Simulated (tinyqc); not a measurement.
# Changing the energy inside the band E

Model: Koster-Slater impurity in a tight-binding band, by Green functions and by supercells. Computed by tinyqc, a small Python program. Command: `OMP_NUM_THREADS=1 python tinyqc.py 3017057 3017058 out.jsonl kosterslater sweep`. One thread of a shared host (Intel(R) Xeon(R) Processor @ 2.30GHz), about 0.03 s of CPU time with the checks.

One orbital per site, e(k) = -2 t sum cos(k_i) over 2 direction(s), band from -4 t to 4 t, lattice constant 1. One site has the extra energy U. Spin is left out.

Inputs (values chosen for the exercise, for a model band):
```
quantity,value,unit
hopping t,1.6,eV
impurity potential U,-3.66,eV
broadening eta,0.16,eV
impurity concentration c,0.02,per site
```

Lattice: square.

Constants: hbar = 6.582119569e-16 eV s.

Method. Inside the band G0(z), z = E + i eta, comes from the chain form 1/(sqrt(y - 2t) sqrt(y + 2t)) (principal roots) at y = z + 2 t cos k, averaged over k in (0, pi) with 200 Gauss-Legendre points. T = U/(1 - U G0); phase shift delta = -arg(1 - U G0) in (-pi, pi]; host density of states -Im G0/pi; on the impurity -Im[G0/(1 - U G0)]/pi; lifetime of a band state hbar/(-2 c Im T).

One run for each value:
```
energy inside the band E (eV),host density of states (1/eV),density of states on the impurity (1/eV),phase shift delta (rad),scattering lifetime (fs)
-6.080,0.0443,0.1661,1.406,2.35
-4.730,0.0564,0.1077,1.111,3.63
-3.380,0.0662,0.0899,1.091,4.35
-2.030,0.0812,0.0762,1.131,5.13
-0.676,0.1144,0.0575,1.201,6.80
0.676,0.1144,0.0290,0.723,13.50
2.030,0.0812,0.0246,0.539,15.92
3.380,0.0662,0.0210,0.443,18.61
4.730,0.0564,0.0174,0.369,22.46
6.080,0.0443,0.0113,0.260,34.67
```

What does the table show?

Over the rows, host density of states (1/eV) goes from 0.0443 through a maximum among these rows, 0.114 at -0.676, to 0.0443; density of states on the impurity (1/eV) falls from 0.166 to 0.0113; phase shift delta (rad) lies between 0.260 and 1.41 without a single trend.

Extremes, crossings and ranges named in words are read from the listed rows.
